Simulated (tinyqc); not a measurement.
From a target to a composition: model-solid line-up of a strained alloy layer on a substrate.

Problem. A layer of the alloy is strained to the substrate, and its gap (Ec minus the top valence edge) is given. Find x between 0.12 and 0.98, where the gap is monotonic.

All values of the alloy are linear in x but the gap, Eg(x) = (1 - x) Eg_A + x Eg_B - C x (1 - x), and the valence edge, Ev(x) = (1 - x) Ev_A + x Ev_B + fv C x (1 - x); Ec = Ev + Eg. Ev is the top of the unstrained valence band on a scale common to all materials. In the layer only the Gamma valley of the conduction band is followed, also where an X or L valley would lie lower.

Coherent growth on a (001) face: e_par = (a_s - a)/a, e_perp = -2 (C12/C11) e_par; exx = eyy = e_par, ezz = e_perp, no shear.

Strained edges: Ec + ac tr(e); the valence edges are Ev plus the levels of the 6 x 6 matrix of X, Y, Z times spin with -Dso/3 + l exx + m (eyy + ezz) on the diagonal (cyclic), n exy off it, l = av + 2 b, m = av - b, n = sqrt(3) d. Spin-orbit term (Dso/3) L.sigma on X, Y, Z with (L_k)_ij = -i epsilon_kij: <X+|H|Y+> = -i Dso/3, <X+|H|Z-> = Dso/3, <Y+|H|Z-> = -i Dso/3, <Z+|H|X-> = -Dso/3, <Z+|H|Y-> = i Dso/3, <X-|H|Y-> = i Dso/3, and their conjugates; + and - are the spin along z.

Inputs chosen for the exercise (A near AlAs, B near InAs, substrate near InP; shifted at random, so the results belong to these values and not to a real crystal):
- a = (5.659, 6.053) angstrom (lattice constant of A, B)
- Eg = (3.116, 0.422) eV (gap at Gamma to the s-like level of A, B)
- Dso = (0.276, 0.385) eV (spin-orbit splitting of A, B)
- Ev = (-1.35, -0.59) eV (top of the unstrained valence band of A, B)
- ac = (-5.57, -5.09) eV (conduction deformation potential of A, B)
- av = (2.48, 1.01) eV (valence hydrostatic potential of A, B)
- b = (-2.29, -1.79) eV (tetragonal shear potential of A, B)
- d = (-3.38, -3.63) eV (trigonal shear potential of A, B)
- C11 = (124.9, 84.3) GPa (of A, B)
- C12 = (53.4, 45.2) GPa (of A, B)
- C44 = (54, 40.1) GPa (of A, B)
- C = 0.674 eV (bowing of the gap)
- fv = 0 (share of the bowing taken by the valence edge)
- a_s = 5.876 angstrom (substrate)
- face = 001 (growth face)

strained gap = 2.119613 eV

Find: x; e_par; gap of the relaxed alloy.

Solution. Bisect on x; the strained gap is 2.2708 eV at x = 0.12 and 0.5190 eV at x = 0.98.

x = 0.200
e_par = 2.409 %
gap of the relaxed alloy = 2.469 eV

Computed by tinyqc, a small Python program: `OMP_NUM_THREADS=1 python tinyqc.py 1050146 1050147 out.jsonl` (the numbers bound the seed that draws the inputs); one thread of a shared host (Intel(R) Xeon(R) Processor @ 2.30GHz), about 0.02 s for the whole set of steps.
